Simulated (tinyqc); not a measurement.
# Ferroelectric switching, Landau-Khalatnikov equation: coercive field against sweep rate

One domain: rho dP/dt = E - (2 al P + 4 be P^3), with al = -3 sqrt(3) Ec/(4 Pr), be = 3 sqrt(3) Ec/(8 Pr^3), so that the static loop has remanence Pr and coercive field Ec. With P in uC/cm^2, E in kV/cm, rho in ohm m and t in ns, dP/dt = [E - 2 al P - 4 be P^3]/(100 rho).

The field rises as E = 4 Em t/Tp (the first quarter of a triangular wave of period Tp) from P = -Pr; the dynamic coercive field Ed is E when P crosses zero.

Parameters, values chosen for the exercise; remanent polarisation and coercive field close to those of barium titanate films:
- Pr = 28 uC/cm^2 (remanent polarisation)
- Ec = 41 kV/cm (static coercive field)
- rho = 6.1 ohm m (viscosity of the polarisation)
- Em = 120 kV/cm (field amplitude)

Coercive field against sweep rate:
```
Tp (ns)  dE/dt (kV/(cm ns))  Ed (kV/cm)  Ed/Ec - 1
4700                 0.1021       87.33      1.130
9500                0.05053       71.56     0.7454
19000               0.02526       61.14     0.4912
39000               0.01231       53.96     0.3161
79000              0.006076       49.35     0.2035
1.6e5              0.003000       46.34     0.1302
3.2e5              0.001500       44.42    0.08346
6.6e5              7.273e-4       43.14    0.05221
1.3e6              3.692e-4       42.37    0.03353
```

As the period grows, Ed falls from 87.3 to 42.4 kV/cm, towards the static Ec = 41 kV/cm. The excess Ed/Ec - 1 goes as Tp^(-0.59) between the first two rows and as Tp^(-0.65) between the last two; slow passage through a saddle-node point gives -2/3.

Program tinyqc, `OMP_NUM_THREADS=1 python tinyqc.py 2860007 2860008 out.jsonl`; Intel Xeon 2.30GHz, shared host, one thread, about 0.07 s.
